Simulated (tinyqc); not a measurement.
# Reset of a mushroom phase-change cell, hemispherical electro-thermal model: effects of single changes

Current spreads from a hemispherical contact of radius r0 into a large dome with constant rho and ka: j = I/(2 pi r^2). With s = r0/r the steady rise is T - T0 = c (b s - s^2), c = I^2 rho/(8 pi^2 ka r0^2). The heat lost through the heater, (T(r0) - T0)/Rh, fixes b = (2 + g)/(1 + g), g = 1/(2 pi ka r0 Rh).

Values chosen for this exercise; values of the order of Ge-Sb-Te and related chalcogenides: ambient temperature T0 = 300 K; melting point Tm = 883 K; radius of the heater contact r0 = 24 nm; resistivity of the hot chalcogenide rho = 7.9 mohm cm; its thermal conductivity ka = 1.49 W/(m K); thermal resistance of the path through the heater Rh = 20 K/uW.

Each table varies one quantity; the others keep the values above.

## Amorphous thickness against current

The peak lies at s = b/2 with the rise c b^2/4; melting starts at the current where that equals Tm - T0, and the molten shell spans the roots of s^2 - b s + (Tm - T0)/c = 0 (s at most 1). Electrical resistance rho/(2 pi r0).

Amorphous thickness against current:

| I (uA) | peak T (K) | T at the contact (K) | thickness of the melt (nm) | power (uW) |
|---|---|---|---|---|
| 786 | 895.1 | 889.1 | 6.794 | 323.7 |
| 808 | 928.9 | 922.6 | 12.17 | 342.0 |
| 839 | 978.1 | 971.3 | 18.21 | 368.8 |
| 884 | 1053 | 1045 | 26.28 | 409.4 |
| 945 | 1160 | 1152 | 37.07 | 467.8 |
| 1020 | 1302 | 1292 | 50.74 | 545.0 |
| 1120 | 1508 | 1496 | 70.09 | 657.2 |
| 1230 | 1757 | 1743 | 93.12 | 792.6 |

Read the table: what changes, and by how much?

The thickness rises from 6.79 to 93.1 nm; it opens as the square root of I - Im just above the melting current of 778 uA. The contact itself melts from I = 786 uA on among the rows. For I = 1230 the peak exceeds 1600 K, where the material would degrade.

## Scaling of the melting current

Same model as above.

Rh is scaled as 1/r0, as for an isotropic shrink, in the last two columns and held fixed in the first two.

Results:

| r0 (nm) | Im (uA) | Im/(2 pi r0^2) (MA/cm^2) | Im with Rh = Rh (24 nm/r0) (uA) | power there (uW) |
|---|---|---|---|---|
| 5 | 198.6 | 126.4 | 162.1 | 66.06 |
| 8 | 294.7 | 73.29 | 259.3 | 105.7 |
| 12 | 417.9 | 46.19 | 389.0 | 158.5 |
| 17 | 568.9 | 31.33 | 551.1 | 224.6 |
| 24 | 778.0 | 21.50 | 778.0 | 317.1 |
| 33 | 1045 | 15.27 | 1070 | 436.0 |
| 60 | 1843 | 8.149 | 1945 | 792.7 |

Estimate the missing row, r0 = 45 nm.

Computed row:

| r0 (nm) | Im (uA) | Im/(2 pi r0^2) (MA/cm^2) | Im with Rh = Rh (24 nm/r0) (uA) | power there (uW) |
|---|---|---|---|---|
| 45 | 1400 | 11.00 | 1459 | 594.5 |

With this row back in the table: With isotropic scaling Im and the power go as r0^(1.00) and r0^(1.00), so the current density grows as 1/r0 and the voltage stays fixed. With Rh held, Im goes as r0^(0.90) over the table, as the heater path weighs more for a small contact. For r0 = 5, 8 boundary thermal resistance, left out here, would dominate.

Range of the model: Constant properties, no latent heat, thermoelectric terms, boundary resistance or heating in the heater itself.

Program tinyqc, `OMP_NUM_THREADS=1 python tinyqc.py 2490034 2490035 out.jsonl`; Intel Xeon 2.30GHz, shared host, one thread, about 0.01 s.
